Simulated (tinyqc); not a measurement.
# Rapid thermal processing of a wafer: radiative balance, ramp and cooling, pattern effects, pyrometer error and spike budget, step by step

A worked calculation. Computed by tinyqc, a small Python program that keeps every step. Command: `OMP_NUM_THREADS=1 python tinyqc.py 3113915 3113916 out.jsonl rtp walk`. One thread of a shared host (Intel(R) Xeon(R) Processor @ 2.30GHz), about 0.04 s of CPU time with the checks. Intermediate numbers are printed to about 7 digits and carried at full precision; extremes and crossings named in words are read from the listed rows.

The wafer is opaque and uniform through its thickness unless said otherwise; temperatures in formulas are in kelvin (C + 273.15). sigma = 5.670374419e-12 W/(cm^2 K^4).

Inputs (values chosen for the exercise, modelled on a hot silicon wafer):
```
quantity,value,unit
wafer thickness d,525,micrometre
heat capacity per volume C,2.09,J/(cm^3 K)
thermal conductivity k,0.28,W/(cm K)
emissivity eps of each face,0.56,-
reflectivity of the chamber walls r,0.26,-
"gas heat-transfer coefficient h, both faces together",4.3,mW/(cm^2 K)
wall temperature T_w,300,K
process temperature,995,C
starting temperature,500,C
ramp rate,240,K/s
relative change of absorptivity over a pattern,2.7,%
period of the pattern,0.83,mm
pyrometer wavelength,4.5,micrometre
error of the assumed emissivity,1.3,%
activation energy of the process E_a,4,eV
```

Constants: k_B = 8.617333262e-05 eV/K; h = 6.62607015e-34 J s; c = 299792458 m/s; k_B = 1.380649e-23 J/K.

## Power to hold and to ramp

Effective emissivity between parallel grey plates: eps_eff = 1/(1/eps + 1/(1 - r) - 1). Loss per area q(T) = 2 eps_eff sigma (T^4 - T_w^4) + h (T - T_w). Absorbed power during a ramp = q(T) + C d x ramp rate; thermal time constant tau = C d/(dq/dT), dq/dT = 8 eps_eff sigma T^3 + h; natural cooling rate q/(C d); front-to-back difference under one-sided heating at the end of the ramp = (absorbed power) d/(2 k).

eps_eff = 0.4679313

holding power q = 17.84487 W/cm^2

power at the end of the ramp = 44.17887 W/cm^2

dq/dT = 47.59081 mW/(cm^2 K)

time constant tau = 2.305592 s

natural cooling rate = 162.6327 K/s

front-to-back difference = 4.141769 K

Radiation carries 77 % of the loss. The ramp needs 2.5 times the holding power.

## Cooling curve

Cooling with the lamps off: C d dT/dt = -q(T), integrated adaptively (relative tolerance 1e-10).

Lamps off at t = 0:
```
t (s),T (C),cooling rate (K/s)
0.23,959.3549,147.7543
0.46,926.8577,135.1678
0.92,869.5237,115.0848
1.60,798.9632,93.7636
2.30,739.0415,78.2838
3.50,656.6424,60.4353
5.80,542.2868,41.1912
9.20,429.0186,27.1255
```

The rate falls from 163 K/s at t = 0 to 27.1 K/s in the last row.

## Thermal budget of a spike

Spike anneal: linear ramp to the peak, then lamps off. Equivalent time at the peak = int exp(-(E_a/k_B)(1/T - 1/T_peak)) dt; estimate (k_B T^2/E_a)(1/ramp rate + 1/cooling rate). The ramp part uses 4000 trapezoid steps, the cooling part 4000 steps over 4 tau. Time within 50 K of the peak from the same curves.

equivalent time, ramp = 0.1370552 s

equivalent time, cooling = 0.2209654 s

equivalent time, total = 0.3580206 s

estimate = 0.3573914 s

time within 50 K of the peak = 0.5374117 s

Cooling supplies 62 % of the budget.

## What a faster ramp buys

The formulas are those given above.

Against the ramp rate:
```
ramp (K/s),ramp part (s),cooling part (s),total (s),power at the peak (W/cm^2)
10,3.289324,0.2209654,3.510290,18.9421
25,1.315730,0.2209654,1.536695,20.5880
50,0.657865,0.2209654,0.878830,23.3311
100,0.328932,0.2209654,0.549898,28.8174
250,0.131573,0.2209654,0.352538,45.2761
500,0.065786,0.2209654,0.286752,72.7074
1000,0.032893,0.2209654,0.253859,127.5699
```

From 10 to 100 K/s the total falls by a factor 6.4, from 100 to 1000 K/s by 2.17: the cooling part, 0.221 s, is a floor, and the natural cooling rate here is 163 K/s.

## Pattern effect

At steady state a sinusoidal change of absorbed power of relative amplitude a and period p gives the temperature amplitude a q/(dq/dT + k d (2 pi/p)^2); healing length l = sqrt(k d/(dq/dT)); process change = E_a dT/(k_B T^2). Emissivity is taken as unchanged.

healing length l = 5.557726 mm

amplitude without lateral conduction = 10.12405 K

amplitude = 0.005716248 K

change of the process rate = 0.01649897 %

Lateral conduction cuts the amplitude to 0.056 %, since p/(2 pi l) = 0.024.

## Pyrometer error

Signal proportional to eps/(exp(c2/(lambda T)) - 1), c2 = h c/k_B. If the assumed emissivity is too high by the given error, the reading T' solves (1 + error)/(exp(c2/(lambda T')) - 1) = 1/(exp(c2/(lambda T)) - 1). Wien estimate: T' - T = -lambda T^2 ln(1 + error)/c2. Process rates go as exp(-E_a/(k_B T)).

c2 = 14387.77 micrometre K

c2/(lambda T) = 2.521217

reading less true temperature = -5.949701 K

Wien estimate = -6.496747 K

rate at T over rate at T', less 1 = 18.83163 %

Caution: below about 600 C lightly doped silicon is partly transparent at this wavelength, so its emissivity is not yet the hot value early in the ramp.

Checks made by the program: cooling time against quadrature of C d dT/q (relative difference 2e-08).
